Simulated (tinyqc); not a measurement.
Lattice vibrations of a chain, step by step. One step of it, computed by the program tinyqc.

Task: Dynamical matrix at q = 0.03. q is in units of 2 pi/a. A spring k from atom i to atom j, n cells on, adds k to Phi_ii and Phi_jj, -k exp(2 pi i q n) to Phi_ij and the conjugate to Phi_ji (for one atom a cell: 2k (1 - cos 2 pi q n)); D_ij = Phi_ij / sqrt(m_i m_j).

A chain moving along its axis:
```
atom                mass (u)  spring to the next atom (eV/angstrom^2)
1                  64.300000                                19.000000
2                  28.800000                                20.700000
3                  60.100000                                12.200000
second neighbours          -                                 2.100000
```

Give: D(q).

Result:

D(q) (eV/(angstrom^2 u)):
```
               1              2              3
1          0.551  -0.489+0.009i  -0.227+0.037i
2  -0.489-0.009i          1.524  -0.547+0.009i
3  -0.227-0.037i  -0.547-0.009i          0.617
```
